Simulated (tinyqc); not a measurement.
Anisotropic wet etching of Si(100): plane rates, V-grooves, membranes and undercut: one step, computed by the program tinyqc. Command: `OMP_NUM_THREADS=1 python tinyqc.py 3015337 3015338 out.jsonl wetetch walk`. One thread of a shared host (Intel(R) Xeon(R) Processor @ 2.30GHz), about 0.01 s of CPU time with the checks.

A long slot opens the mask on a (100) wafer. The floor etches at R100; (111) walls stand at theta = arctan(sqrt2) = 54.7356 degrees to the surface and recede at R111 along their normal.

Task: Shape after the time t. A misaligned edge exposes ledges and adds R100 sin(misalignment) to the lateral rate (a simple estimate): u = R111/sin(theta) + R100 sin(misalignment). Top width W = w + 2 u t; floor width b = W - 2 z/tan(theta) = W - sqrt2 z. The floor lasts until b = 0, at t_V = w/(sqrt2 R100 - 2u); depth z = R100 t before t_V and W/sqrt2 after.

Inputs (values chosen for the exercise, close to those used for potassium hydroxide solutions):
```
quantity                                                                  value     unit
bath temperature T                                                           65        C
width w (mask opening along <110>, or membrane width in the design step)    550       um
misalignment of the mask                                                      2  degrees
etch time t                                                                  23      min
```

R100 = 0.6375824 um/min

R111 = 0.002930678 um/min

Give: lateral rate u; time t_V to close the V; top width W; depth z; floor width b.

Result:

lateral rate u = 0.02584 um/min

time t_V to close the V = 647.1 min

top width W = 551.2 um

depth z = 14.66 um

floor width b = 530.5 um

The floor remains; undercut per side is 0.594 um, 4.05 % of the depth.
